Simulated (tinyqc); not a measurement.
# From W*/(k_B T) back to void surface energy gamma

Model: nucleation and growth of vacancy voids in a cooling silicon-like crystal. Computed by tinyqc, a small Python program. Command: `OMP_NUM_THREADS=1 python tinyqc.py 3011798 3011799 out.jsonl voids inv`. One thread of a shared host (Intel(R) Xeon(R) Processor @ 2.30GHz), about 0.05 s of CPU time with the checks.

Spherical voids; vacancies are lost only to voids.

Inputs (values chosen for the exercise, for a model crystal):

| quantity | value | unit |
|---|---|---|
| vacancy density at the melting point C_m | 6e+14 | 1/cm^3 |
| formation energy E_f | 3.97 | eV |
| melting point T_m | 1685 | K |
| diffusion prefactor D0 | 0.00032 | cm^2/s |
| migration energy E_m | 0.43 | eV |
| site density rho | 5e+22 | 1/cm^3 |
| ratio (V/G)/xi_c | 2.44 | - |
| limit of the excess at high V/G | 1.8e+14 | 1/cm^3 |
| temperature of the worked step T | 1360 | K |

Vacancy supply: from V/G.

Constants: k_B = 8.617333262e-05 eV/K; k_B = 1.380649e-23 J/K; e = 1.602176634e-19 C.

Method. C = C_x (u - 1)/(u + 0.2) with u = (V/G)/xi_c, a form chosen for the exercise. C_e = C_m exp[-(E_f/k_B)(1/T - 1/T_m)]; D = D0 exp(-E_m/(k_B T)); f = k_B T ln(C/C_e); r* = 2 gamma/(rho f); W* = 16 pi gamma^3/(3 rho^2 f^2); Z = f/sqrt(12 pi W* k_B T); I = rho Z (4 pi r* D C) exp(-W*/(k_B T)).

Question. A run gave the result below. Find the void surface energy gamma, known to lie between 0.68 and 1.1 J/m^2.

W*/(k_B T) = 28.40856

Answer.

Each step takes the trial c = (a f_b - b f_a)/(f_b - f_a), f being the result less the target and a, b, c the logarithms of the listed values; c replaces end b, the old b replaces a if the sign of f changed, and otherwise f_a is halved.

Scan of the range:

| void surface energy gamma (J/m^2) | W*/(k_B T) |
|---|---|
| 0.680 | 14.2664 |
| 0.737 | 18.1632 |
| 0.798 | 23.0567 |
| 0.865 | 29.3655 |
| 0.937 | 37.3257 |
| 1.020 | 48.1493 |
| 1.100 | 60.3903 |

False position (Illinois rule, in the logarithm of the input) inside the bracket:

| step | end a | end b | trial | W*/(k_B T) |
|---|---|---|---|---|
| 1 | 0.798000 | 0.865000 | 0.854486 | 28.3077 |
| 2 | 0.865000 | 0.854486 | 0.855483 | 28.4069 |
| 3 | 0.865000 | 0.855483 | 0.855516 | 28.4102 |
| 4 | 0.855483 | 0.855516 | 0.855500 | 28.4086 |
| 5 | 0.855516 | 0.855500 | 0.855500 | 28.4086 |

W*/(k_B T) rises at every point of a 13-point scan of the range (every second point is shown), so one value fits; it is bracketed by 0.798 and 0.865. The scan shows a pure power law with exponent 3.000, so scaling from any one row also gives the answer directly. Answer: void surface energy gamma = 0.8555 J/m^2.
